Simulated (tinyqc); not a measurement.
# Frequency dispersion of an accumulation capacitance by border traps, distributed model: two studies

Traps spread evenly through the insulator exchange electrons with the semiconductor by tunnelling, with tau(x) = t0 exp(2 ka x) at depth x from the interface. The admittance per area Y seen at depth x obeys dY/dx = -Y^2/(i w eps0 eox) + q Nb ln(1 + i w tau)/tau, with Y(0) = i w Cs and w = 2 pi f; the gate sees Y(tox) = G + i w C. Working variable y = Y/(i w), in uF/cm^2. Cox = eps0 eox/tox.

Parameters, values chosen for the exercise; permittivity close to that of aluminium oxide:
```
symbol,value,unit,meaning
eox,8.13,,relative permittivity of the insulator
tox,9.7,nm,insulator thickness
Cs,1.2,uF/cm^2,semiconductor capacitance in accumulation
Nb,5e18,cm^-3 eV^-1,density of border traps
ka,5.1,1/nm,decay constant of the wave function in the insulator
t0,3e-9,s,time constant of a trap at the interface
f,1e6,Hz,frequency
```

Constants: q = 1.602176634e-19 C, eps0 = 8.8541878128e-14 F/cm where lengths are in cm. Results are converted to the units shown.

Each table varies one quantity; the others keep the values above.

## Capacitance and loss against frequency

Cox; trap-free value 1/(1/Cox + 1/Cs); response depth d = ln(1/(w t0))/(2 ka), where w tau = 1; lumped estimate: all traps within d act as C_bt = q Nb d placed at d/2, so C = 1/{1/[1/(1/Cs + d/(2 eps0 eox)) + C_bt] + (tox - d/2)/(eps0 eox)}. C and G from a fine integration; dispersion -d C/d log10 f over C, from f times and over 1.1. For a broad spread of time constants G/w is close to -(pi/2) dC/d ln w.

The same in every row: trap-free C (uF/cm^2) = 0.4585.

Result of one run:
```
f (Hz),d (nm),C (uF/cm^2),G/w (uF/cm^2),dispersion (% a decade),-(pi/2) dC/d ln w (uF/cm^2),lumped C (uF/cm^2)
1000,1.067,0.4743,0.002365,0.7308,0.002365,0.4727
```

What becomes of these results when the frequency f is changed from 1000 to 1e6 Hz, all else the same?

Result of the changed run:
```
f (Hz),d (nm),C (uF/cm^2),G/w (uF/cm^2),dispersion (% a decade),-(pi/2) dC/d ln w (uF/cm^2),lumped C (uF/cm^2)
1e6,0.3893,0.4646,0.002019,0.6401,0.002029,0.4633
```

The whole series:
```
f (Hz),d (nm),C (uF/cm^2),G/w (uF/cm^2),dispersion (% a decade),-(pi/2) dC/d ln w (uF/cm^2),lumped C (uF/cm^2)
10,1.518,0.4816,0.002604,0.7925,0.002603,0.4797
100,1.292,0.4778,0.002483,0.7615,0.002482,0.4761
1000,1.067,0.4743,0.002365,0.7308,0.002365,0.4727
10000,0.8408,0.4709,0.002250,0.7004,0.002250,0.4694
1e5,0.6151,0.4677,0.002137,0.6701,0.002138,0.4663
1e6,0.3893,0.4646,0.002019,0.6401,0.002029,0.4633
1e7,0.1636,0.4618,0.001821,0.6045,0.001904,0.4605
```

C falls from 0.4816 to 0.4618 uF/cm^2, towards the trap-free 0.4585; each decade of frequency removes ln 10/(2 ka) = 0.226 nm from the response depth. The dispersion falls from 0.792 to 0.604 % a decade and G/w falls from 0.00260 to 0.00182 uF/cm^2. G/w lies between 0.956 and 1.00 times -(pi/2) dC/d ln w, the relation for a broad spread of time constants.

## Effect of the semiconductor capacitance in accumulation

Same model as above.

The same in every row: d (nm) = 0.3893.

Results:
```
Cs (uF/cm^2),C (uF/cm^2),G/w (uF/cm^2),dispersion (% a decade),-(pi/2) dC/d ln w (uF/cm^2),lumped C (uF/cm^2),trap-free C (uF/cm^2)
0.2,0.1813,0.007238,5.886,0.007278,0.1765,0.1575
0.39,0.2724,0.005208,2.818,0.005236,0.2690,0.2556
0.75,0.3830,0.003192,1.228,0.003209,0.3809,0.3730
2.8,0.5887,7.501e-4,0.1873,7.521e-4,0.5882,0.5866
5.4,0.6533,3.342e-4,0.07486,3.336e-4,0.6530,0.6524
10,0.6912,1.679e-4,0.03529,1.664e-4,0.6911,0.6908
20,0.7157,9.112e-5,0.01829,8.930e-5,0.7157,0.7156
```

Estimate the missing row, Cs = 1.4 uF/cm^2.

Computed row:
```
Cs (uF/cm^2),C (uF/cm^2),G/w (uF/cm^2),dispersion (% a decade),-(pi/2) dC/d ln w (uF/cm^2),lumped C (uF/cm^2),trap-free C (uF/cm^2)
1.4,0.4901,0.001708,0.5133,0.001716,0.4890,0.4850
```

With this row back in the table: As Cs goes from 0.2 to 20, C rises from 0.181 to 0.716 uF/cm^2, the dispersion falls from 5.89 to 0.0183 % a decade and G/w falls from 0.00724 to 9.11e-5 uF/cm^2. The lumped estimate is 2.6 % below C in the first row and within 0.01 % of it in the last. The same traps disperse C more when Cs is small, since they then add to the weaker series term.

Numbers from tinyqc (`OMP_NUM_THREADS=1 python tinyqc.py 2202142 2202143 out.jsonl`; about 0.5 s on one thread of a shared Intel Xeon 2.30GHz).
